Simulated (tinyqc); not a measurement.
Closing and reopening the gap: Kane-Mele model of a buckled honeycomb layer in a normal field.

Sublattices A and B lie at +/-b, so the field gives them the energies +/-D, D = e b Ez (in eV for b in angstrom and Ez in V/angstrom); 2 lam is the gap at zero field. Near the valleys tau = +/-1, for spin sz = +/-1: H = hbar v (tau qx sx + qy sy) + m sz_AB with m = D - tau sz lam, hbar v = (sqrt3/2) a t. On the lattice the spin-orbit term is the second-neighbour hopping i (lam/3 sqrt3) nu sz, nu = +/-1 by the sense of the turn. The filled band of one cone contributes tau sign(m)/2 to the Chern number, in the sense Omega = curl of i<u|grad u>. Rashba terms are left out.

Constants: kB = 8.617333262e-05 eV/K.

Parameters, chosen for this exercise (out of a larger set: of the size used for silicene; not measured data): lam = 0.0051 eV (spin-orbit half gap); b = 0.25 angstrom (half the buckling height).

Ez = f lam/b. Gap 2 |D - lam|, second gap 2 (D + lam), Z2 index, and the temperature at which kB T equals the gap.

Against field:
```
f     Ez (V/angstrom)  gap (meV)  second gap (meV)  Z2  gap/kB (K)
0.00                0     10.200            10.200   1       118.4
0.25          0.00510      7.650            12.750   1        88.8
0.50           0.0102      5.100            15.300   1        59.2
0.75           0.0153      2.550            17.850   1        29.6
0.90           0.0184      1.020            19.380   1        11.8
1.10           0.0224      1.020            21.420   0        11.8
1.50           0.0306      5.100            25.500   0        59.2
2.00           0.0408     10.200            30.600   0       118.4
3.00           0.0612     20.400            40.800   0       236.7
```

What does the comparison show?

The gap closes at Ez = 0.0204 V/angstrom, 2.04 MV/cm at the atoms (the applied field must be larger by the screening), and is back at its zero-field size at twice that. At zero field it is 10.2 meV, below kB T at 300 K (25.9 meV).

Computed by tinyqc, a small Python program: `OMP_NUM_THREADS=1 python tinyqc.py 1452033 1452034 out.jsonl` (the numbers bound the seed that draws the inputs); one thread of a shared host (Intel(R) Xeon(R) Processor @ 2.30GHz), about 0.01 s for the whole set of steps.
